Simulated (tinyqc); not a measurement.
# From acoustic mobility back to temperature T

Model: mobility of a non-polar semiconductor in the relaxation-time approximation. Computed by tinyqc, a small Python program. Command: `OMP_NUM_THREADS=1 python tinyqc.py 3022709 3022710 out.jsonl rta inv`. One thread of a shared host (Intel(R) Xeon(R) Processor @ 2.30GHz), about 0.04 s of CPU time with the checks.

Each valley is treated as a sphere of mass m_d for states and rates, with one isotropic relaxation time; the conductivity mass m_c sets the current.

Inputs (values chosen for the exercise, modelled on electrons in diamond):
```
quantity                                            value       unit
longitudinal mass m_l                                 1.5        m_0
transverse mass m_t                                 0.278        m_0
equivalent valleys Z                                    6          -
static permittivity eps_s                             5.7          -
density rho                                          3515     kg/m^3
sound velocity v_l                                  18300        m/s
acoustic deformation potential D_A                    7.9         eV
phonon energy hbar w                                  138        meV
optical or intervalley deformation potential D_o      8.9  1e8 eV/cm
final valleys Z_f                                       5          -
carrier density n                                 1.6e+15     1/cm^3
compensation ratio C                                    0          -
```

Band: parabolic. Impurity formula: Brooks-Herring. Further scattering: none.

Constants: k_B = 8.617333262e-05 eV/K; m_0 = 9.1093837015e-31 kg; e = 1.602176634e-19 C; hbar = 1.054571817e-34 J s; eps_0 = 8.8541878128e-12 F/m; k_B = 1.380649e-23 J/K; hbar = 6.582119569e-16 eV s.

Method:
- m_d = (m_l m_t^2)^(1/3); 1/m_c = (1/m_l + 2/m_t)/3; Hall mass factor A = 3 K_m (K_m + 2)/(2 K_m + 1)^2, K_m = m_l/m_t; N_I = n (1 + C)/(1 - C).
- Parabolic band: E = hbar^2 k^2/(2 m), speed v = hbar k/m, states per spin, volume and energy g(E) = m k/(2 pi^2 hbar^2). Here m = m_d. Masses are multiplied by m_0 and all formulas are in SI units.
- The reduced Fermi level eta = E_F/(k_B T) solves n = 2 Z int g f dE with f = 1/(1 + exp(x - eta)) (Z = 1 unless valleys are given); screening length L_s = sqrt(eps_s eps_0 k_B T/(e^2 dn/deta)), dn/deta = 2 Z int g f (1 - f) dE.
- Integrals over x = E/(k_B T) use 160 Gauss-Legendre points in u = sqrt(x) from 0 to sqrt(max(eta, 0) + 32).
- Phonon occupation N_q = 1/(exp(hbar w/(k_B T)) - 1).
- Acoustic deformation potential (elastic, equipartition, absorption and emission together): 1/tau = 2 pi k_B T D_A^2 g(E)/(hbar rho v_l^2).
- Optical or intervalley deformation potential: 1/tau = (pi Z_f D_o^2/(rho w)) [N_q g(E + hbar w) + (N_q + 1) g(E - hbar w)], with g = 0 below the band edge.
- Each optical term is multiplied by (1 - f(E'))/(1 - f(E)), E' the final energy, for Pauli blocking.
- Singly charged impurities, momentum relaxation: 1/tau = N_I e^4 m (1 + 2 alpha E) Phi/(8 pi (eps_s eps_0)^2 hbar^3 k^3), with alpha = 0 for a parabolic band.
- Brooks-Herring: Phi = ln(1 + b) - b/(1 + b), b = 4 k^2 L_s^2.
- mu = (m_d/m_c) (2 Z e/(3 n k_B T)) int g v^2 tau f (1 - f) dE.
- Averages over x are split at the emission threshold x_0 = hbar w/(k_B T): 64 Gauss-Legendre points in sqrt(x) below it and 128 in sqrt(x - x_0) above it, up to x = max(eta, 0) + 32.

Problem. A run gave the result below. Find the temperature T, known to lie between 220 and 430 K.

acoustic mobility = 7516.422 cm^2/(V s)

Solution.

Each step takes the trial c = (a f_b - b f_a)/(f_b - f_a), f being the result less the target and a, b, c the logarithms of the listed values; c replaces end b, the old b replaces a if the sign of f changed, and otherwise f_a is halved.

Scan of the range:
```
temperature T (K)  acoustic mobility (cm^2/(V s))
220                                       14123.5
246                                       11944.7
275                                       10106.0
308                                        8526.1
344                                        7223.4
385                                        6100.8
430                                        5168.6
```

False position (Illinois rule, in the logarithm of the input) inside the bracket:
```
step    end a    end b    trial  acoustic mobility (cm^2/(V s))
1     308.000  344.000  335.552                         7497.89
2     308.000  335.552  334.535                         7532.09
3     335.552  334.535  335.001                         7516.40
4     334.535  335.001  335.000                         7516.42
5     334.535  335.000  335.000                         7516.42
6     335.000  335.000  335.000                         7516.42
```

Acoustic mobility falls at every point of a 13-point scan of the range (every second point is shown), so one value fits; it is bracketed by 308 and 344. The scan shows a pure power law with exponent -1.500, so scaling from any one row also gives the answer directly. Answer: temperature T = 335.0 K.
